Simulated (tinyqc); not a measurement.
Surface photovoltage measurement of the minority-carrier diffusion length in a wafer: one step, computed by the program tinyqc. Command: `OMP_NUM_THREADS=1 python tinyqc.py 3130280 3130281 out.jsonl spv walk`. One thread of a shared host (Intel(R) Xeon(R) Processor @ 2.30GHz), about 0.01 s of CPU time with the checks.

Low injection, steady light, a depletion layer much thinner than 1/alpha and L. The excess density dn is taken at the front edge of the neutral region; light that reaches the back is lost.

Task: One wavelength. alpha = (84.732/lambda - 76.417)^2 per cm with lambda in micrometre (an empirical fit for silicon between 0.7 and 1.05 micrometre). Thick wafer: dn = Phi L/((S_f + D/L)(L + 1/alpha)). Finite wafer, with s = S_b L/D, w = W/L, a = alpha L: dn = [Phi a/(a^2 - 1)] [a - B - exp(-alpha W)(a - s)/(cosh w + s sinh w)]/(S_f + B D/L), B = (sinh w + s cosh w)/(cosh w + s sinh w). Photovoltage V = (k_B T/e) ln(1 + dn/n_0). Lifetime = L^2/D.

Inputs (values chosen for the exercise, modelled on p-type silicon at room temperature):
```
quantity                                             value        unit
diffusion length L                                      37  micrometre
wafer thickness W                                      775  micrometre
diffusivity D                                         32.4      cm^2/s
front recombination velocity S_f                       200        cm/s
back recombination velocity S_b                     850000        cm/s
photon flux entering                               2.3e+11  1/(cm^2 s)
minority density at the surface barrier scale n_0    7e+08      1/cm^3
temperature T                                          298           K
wavelength                                            1000          nm
```

Constants: k_B = 8.617333262e-05 eV/K.

Give: alpha; penetration depth 1/alpha; dn, thick wafer; B; dn, finite wafer; photovoltage V; lifetime.

Result:

alpha = 69.139 1/cm

penetration depth 1/alpha = 144.64 micrometre

dn, thick wafer = 5.2309e+06 1/cm^3

B = 1

dn, finite wafer = 5.2309e+06 1/cm^3

photovoltage V = 0.19118 mV

lifetime = 0.42253 microsecond
